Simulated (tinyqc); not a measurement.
Photoconductance decay in a wafer: bulk and surface recombination modes, and iron detection by pair splitting: one step, computed by the program tinyqc. Command: `OMP_NUM_THREADS=1 python tinyqc.py 3113246 3113247 out.jsonl pcd walk`. One thread of a shared host (Intel(R) Xeon(R) Processor @ 2.30GHz), about 0.01 s of CPU time with the checks.

Both faces of the wafer have the same S; injection is low and all coefficients are constant. x runs from -W/2 to W/2.

Question. Decay rates of the even modes. Even modes cos(a x) obey b tan b = S W/(2 D) with b = a W/2, odd modes sin(a x) obey -b cot b = S W/(2 D); each decays at the rate 1/tau_b + D a^2.

Inputs (values chosen for the exercise, modelled on p-type silicon):

| quantity | value | unit |
|---|---|---|
| thickness W | 775 | micrometre |
| diffusivity D | 31.3 | cm^2/s |
| bulk lifetime tau_b without iron | 1000 | microsecond |
| surface recombination velocity S | 850 | cm/s |

Give: the table «The first four even modes: b, surface rate and decay time» with the columns b_n, surface rate D a^2 (1/s), decay time (microsecond), for n = 0, 1, 2, 3.

Answer.

The first four even modes: b, surface rate and decay time:

| n | b_n | surface rate D a^2 (1/s) | decay time (microsecond) |
|---|---|---|---|
| 0 | 0.8764 | 1.6009e+04 | 58.791 |
| 1 | 3.4386 | 2.4647e+05 | 4.041 |
| 2 | 6.4450 | 8.6587e+05 | 1.154 |
| 3 | 9.5347 | 1.8950e+06 | 0.527 |
